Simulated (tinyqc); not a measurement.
# Worked calculation: band bending at a free surface with one surface level, surface photovoltage and Kelvin probe

tinyqc, about 0.01 s, one thread, Intel Xeon 2.30GHz (shared host): `OMP_NUM_THREADS=1 python tinyqc.py 2430012 2430013 out.jsonl` Printed values are rounded.

n-type bulk, xi = Ec - EF = Vt ln(Nc/Nd), p0 = ni^2/Nd, ni = sqrt(Nc Nv) exp(-Eg/(2 Vt)), Eg in volts. b is the upward band bending, u = b/Vt. Space charge per area, in units of q: Qc = sign(b) sqrt((2 eps0 eps_r Vt/q) [(Nd + dn)(exp(-u) - 1) + Nd u + (p0 + dn)(exp(u) - 1)]), with dn the excess density under light (flat quasi-Fermi levels; 0 in the dark). The level holds -Ns f, f = 1/(1 + exp((xi + b - Es)/Vt)). Neutrality: Qc + Qf + (charge of the states) = 0.

Inputs (values chosen for the exercise); band and dielectric values close to those of silicon:
- T = 300 K (temperature)
- Eg = 1.13 eV (band gap)
- eps_r = 11.8 (relative permittivity)
- Nc = 2.83e19 cm^-3 (conduction-band density of states at T)
- Nv = 2.65e19 cm^-3 (valence-band density of states at T)
- chi = 4.12 eV (electron affinity)
- Nd = 2.4e15 cm^-3 (donor density)
- Qf = 0 cm^-2 (fixed positive charge at the surface)
- pt = 4.58 eV (work function of the probe tip)
- Ns = 3.7e11 cm^-2 (density of an acceptor-like surface level)
- Es = 0.45 eV (its depth below the conduction edge)
- dn = 3.8e12 cm^-3 (excess carrier density under light)

Constants: q = 1.602176634e-19 C, kB = 1.380649e-23 J/K, Vt = kB T/q, eps0 = 8.8541878128e-14 F/cm where lengths are in cm. Results are converted to the units shown.

## Bulk quantities

xi, ni, p0, the Debye length sqrt(eps0 eps_r Vt/(q Nd)) and the flat-band work function chi + xi.

xi = 0.242366 eV
ni = 8.82946e9 cm^-3
p0 = 32483.0 cm^-3
Debye length = 83.8111 nm
chi + xi = 4.36237 eV

## Charges against band bending

| point | b (V) |
|---|---|
| 0 | 0.072 |
| 1 | 0.12 |
| 2 | 0.168 |
| 3 | 0.216 |
| 4 | 0.264 |
| 5 | 0.312 |
| 6 | 0.36 |

Evaluate Qc, the surface charge Qf - Ns f and their sum in the dark; the root lies where the sum changes sign.

| point | Qc (cm^-2) | surface charge (cm^-2) | sum (cm^-2) |
|---|---|---|---|
| 0 | 3.86579e10 | -3.68062e11 | -3.29404e11 |
| 1 | 5.43576e10 | -3.57932e11 | -3.03575e11 |
| 2 | 6.67130e10 | -3.04310e11 | -2.37597e11 |
| 3 | 7.71496e10 | -1.55323e11 | -7.81737e10 |
| 4 | 8.63386e10 | -3.75658e10 | 4.87728e10 |
| 5 | 9.46403e10 | -6.41692e9 | 8.82234e10 |
| 6 | 1.02271e11 | -1.01710e9 | 1.01253e11 |

The sum rises steadily with b, so there is one root; bisection gives b = 0.24015 V.

## Work function and Kelvin-probe reading

converged b = 0.240150 V

Work function chi + xi + b; contact potential difference CPD = (work function of the sample) - pt. Depth of EF below Ec at the surface: xi + b. Depletion width Qc/Nd.

xi + b = 0.482516 eV
Qc = 8.19016e10 cm^-2
Qc/Nd = 341.257 nm
work function = 4.60252 eV
CPD = 22.5162 mV

The level is 22.1 % filled: the Fermi level is pinned at it.

## Surface photovoltage

Under chopped light the surface charge keeps its dark value, so b falls to bL with Qc(bL, dn) = Qc(b, 0); the photovoltage is b - bL. Qc rises with b, so bL follows by bisection.

bL = 0.185895 V
photovoltage = 54.2552 mV
share of b removed = 22.5922 %
excess holes at the surface, dn exp(bL/Vt) = 5.04286e15 cm^-3
